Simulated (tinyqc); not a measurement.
Metal gate on a two-layer dielectric stack with fixed charge and a dipole: one step of the calculation.

Gate, layer 2, layer 1, p-type semiconductor; x runs from the gate inwards. Charges are counted in units of +q. psi is the band bending at the surface, positive towards inversion. Classical charge, Boltzmann statistics, no interface traps.

Question. Equivalent thickness and work-function difference. EOT = 3.9 (t1/e1 + t2/e2), Cox = eps0/(t1/e1 + t2/e2); phi_ms = pM - (chi + Eg - Vt ln(Nv/Na)).

Inputs (values chosen for the exercise); band and dielectric values close to those of silicon, layer 1 close to aluminium oxide, layer 2 close to hafnium oxide: temperature T = 300 K; band gap Eg = 1.11 eV; valence-band density of states at T Nv = 2.65e19 cm^-3; electron affinity chi = 4.08 eV; acceptor density Na = 2.4e16 cm^-3; work function of the gate metal pM = 4.27 eV; thickness of layer 1, next to the semiconductor t1 = 1.5 nm; relative permittivity of layer 1 e1 = 8.74; thickness of layer 2, next to the gate t2 = 3 nm; relative permittivity of layer 2 e2 = 22.3.

Constants: q = 1.602176634e-19 C, kB = 1.380649e-23 J/K, Vt = kB T/q, eps0 = 8.8541878128e-14 F/cm where lengths are in cm. Results are converted to the units shown.

Wanted: EOT; Cox; share of layer 1 in the EOT; phi_ms.

Answer.

EOT = 1.194 nm
Cox = 2.892 uF/cm^2
share of layer 1 in the EOT = 56.06 %
phi_ms = -0.7389 V

Numbers from tinyqc (`OMP_NUM_THREADS=1 python tinyqc.py 2010061 2010062 out.jsonl`; about 0.01 s on one thread of a shared Intel Xeon 2.30GHz).
